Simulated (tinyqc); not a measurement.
Worked calculation: lattice vibrations of a chain. Computed by tinyqc, a small Python program that keeps every step. Command: `OMP_NUM_THREADS=1 python tinyqc.py 20093 20094 out.jsonl` (the two numbers bound the seeds that draw the settings). One thread of a shared host (Intel(R) Xeon(R) Processor @ 2.60GHz), about 0.01 s of CPU time with the checks.

## Dynamical matrix at q = 0.36

A chain moving along its axis:
```
atom   mass (u)  spring to the next atom (eV/angstrom^2)
1      24.40000                                 14.80000
2     103.80000                                  7.30000
```

q is in units of 2 pi/a. A spring k from atom i to atom j, n cells on, adds k to Phi_ii and Phi_jj, -k exp(2 pi i q n) to Phi_ij and the conjugate to Phi_ji (for one atom a cell: 2k (1 - cos 2 pi q n)); D_ij = Phi_ij / sqrt(m_i m_j).

D(q) (eV/(angstrom^2 u)):
```
                   1                  2
1            0.90574  -0.20162+0.11177i
2  -0.20162-0.11177i            0.21291
```

## Frequencies

omega^2 are the eigenvalues; wavenumber = 521.4708 sqrt(eigenvalue) 1/cm.

eigenvalues: 0.14322  0.97543

wavenumbers (1/cm): 197.3  515.0

weights |e|^2 of the mass-weighted modes:
```
         mode 1   mode 2
atom 1  0.08374  0.91626
atom 2  0.91626  0.08374
```

## Dispersion and heat capacity

C/k_B per atom = mean over q = (j + 1/2)/80, j = 0..39 and all branches of y^2 e^y/(e^y - 1)^2, y = hc wavenumber / k_B T.

Wavenumbers (1/cm):
```
q         branch 1   branch 2
0.00000    0.00000  551.53945
0.06250   39.83673  550.09890
0.12500   78.74517  545.88915
0.18750  115.72520  539.26194
0.25000  149.62231  530.85679
0.31250  179.03463  521.67266
0.37500  202.24878  513.11908
0.43750  217.33449  506.91368
0.50000  222.59745  504.62475
```

Heat capacity:
```
T (K)  C/k_B per atom
20            0.07234
50            0.19443
100           0.36839
200           0.62202
300           0.77826
600           0.93229
1200          0.98212
```

zero-point energy per atom = 20.66329 meV
